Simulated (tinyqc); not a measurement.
Scale length and length offset from two DIBL values.

Problem. DIBL = exp(-Le/(2 l)) + 2 exp(-Le/l) with Le = L - dL. Find l, dL and the drawn length for a DIBL of 100 mV/V.

DIBL at drawn lengths 140 and 210 nm (mV/V): [80.634401, 18.029453]

Solution. With e = exp(-Le/(2 l)), 2 e^2 + e = DIBL gives e and so Le/l at each length; Le/l is a straight line in L with slope 1/l.

l = 25.00 nm
dL = 7.500 nm
length for 100 mV/V = 130.5 nm

Program tinyqc, `OMP_NUM_THREADS=1 python tinyqc.py 2002166 2002167 out.jsonl`; Intel Xeon 2.30GHz, shared host, one thread, about 0.01 s.
